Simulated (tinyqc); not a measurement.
Coupling and lever arm from microwave spectroscopy.

Question. A charge qubit absorbs at h f = sqrt(ep^2 + 4 tc^2), ep = al (V - V0). Find al, V0 and tc.

Constants: q = 1.602176634e-19 C, h = 6.62607015e-34 J s. Results are converted to the units shown.

gate voltage (mV): [0.379, 0.464, 0.532]
resonance frequency Om/h (GHz): [9.0587623, 8.1058617, 13.053144]

Answer. (h f)^2 is a parabola in V: its curvature gives al, its vertex V0 and 4 tc^2.

al = 0.4400 eV/V
V0 = 0.4300 mV
tc = 15.00 ueV

Program tinyqc, `OMP_NUM_THREADS=1 python tinyqc.py 2470113 2470114 out.jsonl`; Intel Xeon 2.30GHz, shared host, one thread, about 0.01 s.
